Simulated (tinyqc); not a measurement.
# Admittance spectroscopy of a deep trap: effects of single changes

Schottky contact on an n-type layer with shallow donors Nd (all ionised) and a donor-like deep trap, neutral when filled and positive when empty; depletion approximation. Traps within lam of the depletion edge stay filled. The traps at xt = W - lam, where the level crosses the Fermi level, follow a slow signal and not a fast one. w = 2 pi f.

Values chosen for this exercise; material values close to those of indium phosphide:
```
symbol    value   unit                                      meaning
eps_r      12.6                               relative permittivity
Nc      5.67e17  cm^-3   conduction-band density of states at 300 K
vth       4.3e7   cm/s                    thermal velocity at 300 K
Nd       4.2e15  cm^-3                        shallow donor density
Vbi        0.76      V                             built-in voltage
Et         0.31     eV  depth of the trap below the conduction edge
sn      3.2e-15   cm^2                        capture cross-section
Nt       2.6e14  cm^-3                                 trap density
Vr            0      V                                 reverse bias
T           305      K                                  temperature
```

Constants: q = 1.602176634e-19 C, kB = 1.380649e-23 J/K, eps0 = 8.8541878128e-14 F/cm where lengths are in cm. Results are converted to the units shown.

Each table varies one quantity; the others keep the values above.

## Admittance against frequency

Emission rate en = sn vth(T) Nc(T) exp(-Et/kB T) = sn g T^2 exp(-Et/kB T), g = vth Nc/(300 K)^2, as vth goes as T^0.5 and Nc as T^1.5 (degeneracy factor 1). lam = sqrt(2 eps0 eps_r (EF - ET)/(q Nd)), EF - ET = Et - (kB T/q) ln(Nc(T)/Nd), Nc(T) = Nc (T/300 K)^1.5. In the steady state at the band bending V, 2 eps0 eps_r V/q = Nd W^2 + Nt (W - lam)^2 (the second term only if W > lam). V = Vbi + Vr. C_HF = eps0 eps_r/W, C_LF = eps0 eps_r (Nd + Nt)/(Nd W + Nt xt). Inflection frequency w0 = 2 en [1 + Nt xt/(Nd W)]; C = C_HF + (C_LF - C_HF)/(1 + (w/w0)^2), G/w = (C_LF - C_HF)(w/w0)/(1 + (w/w0)^2).

Admittance against frequency:
```
f (Hz)	C (nF/cm^2)	G/w (nF/cm^2)
7000	23.061	0.023110
15000	23.058	0.049304
32000	23.045	0.10313
69000	22.991	0.20377
1.5e5	22.823	0.31704
3.1e5	22.595	0.30063
6.7e5	22.455	0.18078
1.4e6	22.414	0.092325
3.1e6	22.404	0.042368
6.6e6	22.402	0.019964
```

Read the table: what changes, and by how much?

C falls from 23.1 to 22.4 nF/cm^2, between C_LF = 23.1 and C_HF = 22.4, and G/w goes from 0.0231 through a maximum of 0.317 (at f = 1.5e5 Hz among the rows listed) to 0.0200 nF/cm^2. The exact peak is half of the step, 0.330 nF/cm^2, at 2.00e5 Hz.

## Effect of the bias

Same model as above.

V = Vbi + Vr.

Effect of the bias:
```
Vr (V)	W (nm)	xt/W	C_HF (nF/cm^2)	step (nF/cm^2)	step (% of C_HF)
0	498.02	0.50887	22.401	0.66027	2.9475
0.9	731.93	0.66583	15.242	0.30283	1.9868
1.7	888.82	0.72481	12.552	0.20464	1.6304
2.6	1036.9	0.76412	10.759	0.15000	1.3942
3.4	1152.5	0.78778	9.6797	0.12125	1.2527
4.3	1269.9	0.80740	8.7850	0.099757	1.1355
5.1	1365.7	0.82091	8.1687	0.086183	1.0550
6	1466.0	0.83316	7.6100	0.074745	0.98218
```

What does the comparison show, and why?

xt/W rises from 0.509 to 0.833 since lam stays at 245 nm, and the relative step falls from 2.95 to 0.982 %: the nearer xt lies to W in proportion, the less the traps add.

## Effect of the trap density

Same model as above.

V = Vbi + Vr.

Results:
```
Nt (cm^-3)	W (nm)	step (% of C_HF)	w0/(2 en)
1e14	500.4	1.150	1.012
2e14	498.9	2.279	1.024
3.7e14	496.4	4.155	1.045
7e14	491.8	7.649	1.084
1.3e15	484.0	13.56	1.153
4.7e15	451.7	40.05	1.513
8.9e15	426.5	63.84	1.904
1.7e16	397.2	97.56	2.555
```

Estimate the missing row, Nt = 2.5e15 cm^-3.

Computed row:
```
Nt (cm^-3)	W (nm)	step (% of C_HF)	w0/(2 en)
2.5e15	470.7	24.05	1.286
```

With this row back in the table: The step rises from 1.15 to 97.6 %, as Nt^(0.99) between the first two rows and Nt^(0.66) between the last two, and w0/(2 en) rises from 1.01 to 2.56: for Nt near Nd the rule w0 = 2 en overstates the cross-section by that factor.

Numbers from tinyqc (`OMP_NUM_THREADS=1 python tinyqc.py 2050153 2050154 out.jsonl`; about 0.01 s on one thread of a shared Intel Xeon 2.30GHz).
